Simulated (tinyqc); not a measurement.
Model-solid line-up of a strained alloy layer on a substrate, step by step. Values are carried at full precision from step to step, so a last printed digit may differ when a step is redone from the rounded ones.

All values of the alloy are linear in x but the gap, Eg(x) = (1 - x) Eg_A + x Eg_B - C x (1 - x), and the valence edge, Ev(x) = (1 - x) Ev_A + x Ev_B + fv C x (1 - x); Ec = Ev + Eg. Ev is the top of the unstrained valence band on a scale common to all materials. In the layer only the Gamma valley of the conduction band is followed, also where an X or L valley would lie lower.

Parameters, chosen for this exercise (A near InSb, B near InAs, substrate near GaSb; not measured data): a = (6.486, 6.054) angstrom (lattice constant of A, B); Eg = (0.233, 0.419) eV (gap at Gamma to the s-like level of A, B); Dso = (0.812, 0.394) eV (spin-orbit splitting of A, B); Ev = (0, -0.6) eV (top of the unstrained valence band of A, B); ac = (-7.04, -5.15) eV (conduction deformation potential of A, B); av = (0.36, 0.99) eV (valence hydrostatic potential of A, B); b = (-1.98, -1.79) eV (tetragonal shear potential of A, B); d = (-4.72, -3.62) eV (trigonal shear potential of A, B); C11 = (68.3, 83.5) GPa (of A, B); C12 = (37.3, 44.9) GPa (of A, B); C44 = (31.5, 39.1) GPa (of A, B); C = 0.681 eV (bowing of the gap); fv = 0.6 (share of the bowing taken by the valence edge); x = 0.97 (fraction of B); a_s = 6.096 angstrom (substrate); face = 001 (growth face); Eg_s = 0.813 eV (lowest gap of the substrate); Ev_s = -0.03 eV (substrate valence edge).

## Values of the alloy

Interpolate.

Alloy at x (a in angstrom, C11, C12, C44 in GPa, all else in eV):

| symbol | value |
|---|---|
| a | 6.0670 |
| Eg | 0.3936 |
| Dso | 0.4065 |
| Ev | -0.5701 |
| ac | -5.2067 |
| av | 0.9711 |
| b | -1.7957 |
| d | -3.6530 |
| C11 | 83.0440 |
| C12 | 44.6720 |
| C44 | 38.8720 |

## Strain on the (001) substrate

Coherent growth on a (001) face: e_par = (a_s - a)/a, e_perp = -2 (C12/C11) e_par; exx = eyy = e_par, ezz = e_perp, no shear.

Use the values of the alloy.

e_par = 0.004787
e_perp = -0.005150

strain tensor in the cubic axes:
```
          x         y          z
x  0.004787  0.000000   0.000000
y  0.000000  0.004787   0.000000
z  0.000000  0.000000  -0.005150
```

The layer is under tension in the plane; its volume changes by +0.442 %.

## Strained band edges

Strained edges: Ec + ac tr(e); the valence edges are Ev plus the levels of the 6 x 6 matrix of X, Y, Z times spin with -Dso/3 + l exx + m (eyy + ezz) on the diagonal (cyclic), n exy off it, l = av + 2 b, m = av - b, n = sqrt(3) d. Spin-orbit term (Dso/3) L.sigma on X, Y, Z with (L_k)_ij = -i epsilon_kij: <X+|H|Y+> = -i Dso/3, <X+|H|Z-> = Dso/3, <Y+|H|Z-> = -i Dso/3, <Z+|H|X-> = -Dso/3, <Z+|H|Y-> = i Dso/3, <X-|H|Y-> = i Dso/3, and their conjugates; + and - are the spin along z.

Give the hydrostatic shifts, the strain block and the edges.

ac tr(e), av tr(e) (eV): -0.0230  0.0043

strain block (eV), lower triangle:
```
         X        Y       Z
X  -0.0135
Y        0  -0.0135
Z        0        0  0.0400
```

Ec and the three valence edges from the top (eV): -0.1995  -0.5465  -0.5837  -0.9738

strained gap = 0.3469 eV

Strain moves the gap by -47 meV: -27 meV from the volume and -19 meV from the splitting of the valence edge, which always raises the top.

## Offsets against the substrate material

dEc = Ec(substrate) - Ec(layer), dEv = Ev(layer) - Ev(substrate); positive values confine the carrier in the layer. Type I: both of one sign; type II: opposite signs; type III: the gaps do not overlap.

Give also the smallest gap across the interface, min Ec - max Ev.

dEc = 0.9825 eV
dEv = -0.5165 eV

type: III

smallest gap = -0.1695 eV

The conduction edge of one side lies below the valence edge of the other, so electrons transfer across the interface.

## Critical thickness (Matthews-Blakeslee, single layer)

h = K (ln(h/b) + 1) with K = b (1 - nu/4)/(4 pi |e_par| (1 + nu)) for 60-degree dislocations, b = a/sqrt(2) the Burgers vector (not the shear potential of the table), nu = C12/(C11 + C12). Iterate from h = 10 b until h changes by less than 1e-6 of itself.

b (Burgers vector) = 4.2900 angstrom
nu = 0.3498
K = 48.22 angstrom

first iterates (angstrom): 42.9  159.2  222.5  238.6  242.0  242.7

critical thickness = 24.28 nm

Thicker layers can relax, and the strained edges then no longer apply; metastable growth often exceeds this equilibrium value.

## Checks

- Valence edges against the closed form for (001) strain: they agree to 1e-10 or better.

tinyqc: `OMP_NUM_THREADS=1 python tinyqc.py 1050505 1050506 out.jsonl`; about 0.01 s, one thread, shared Intel(R) Xeon(R) Processor @ 2.30GHz.
